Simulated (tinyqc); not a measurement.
Spreading the carriers over a thicker layer: defect, radiative and Auger recombination at equal electron and hole densities (ABC model).

J/(e d) = Ae n + B n^2 + C n^3 with Ae = A + 4 S/w (four side walls, carriers spread evenly), e = 1.602176634e-19 C, lengths in cm; internal efficiency IQE = B n^2/(Ae n + B n^2 + C n^3); all injected carriers recombine in the layer.

Values chosen for the exercise (orders of magnitude like those quoted for GaN; shifted at random, so the results belong to these values and not to a real crystal): A = 25000000 1/s (defect rate); B = 2.8e-12 cm^3/s (radiative coefficient); C = 2.8e-31 cm^6/s (Auger coefficient); S = 69 cm/s (recombination velocity of the side walls); w = 110 micrometre (side of the square mesa); d = 4.5 nm (active thickness); J = 52 A/cm^2 (current density).

d is multiplied by the factor listed, at the same J.

Results:

| factor | n (1/cm^3) | defect | radiative | Auger |
|---|---|---|---|---|
| 0.10 | 2.57e+19 | 0.0890 | 0.256 | 0.655 |
| 0.20 | 1.94e+19 | 0.135 | 0.294 | 0.571 |
| 0.50 | 1.31e+19 | 0.228 | 0.334 | 0.438 |
| 1.0 | 9.44e+18 | 0.328 | 0.346 | 0.327 |
| 2.0 | 6.53e+18 | 0.453 | 0.331 | 0.216 |
| 5.0 | 3.68e+18 | 0.639 | 0.264 | 0.0971 |
| 10 | 2.21e+18 | 0.768 | 0.190 | 0.0421 |
| 20 | 1.25e+18 | 0.864 | 0.120 | 0.0150 |

How do the results move, and what explains it?

The best factor listed is 1 (IQE 0.3459); the optimum factor equals J/J_peak = 0.997, a layer of 4.49 nm, since only J/d matters and the peak value 0.346 does not depend on d. A thicker layer trades Auger loss (0.655 to 0.015) for defect loss (0.089 to 0.864).

Run: tinyqc, `OMP_NUM_THREADS=1 python tinyqc.py 1650337 1650338 out.jsonl`; Intel(R) Xeon(R) Processor @ 2.30GHz, one thread, shared host; about 0.01 s of CPU time with all checks.
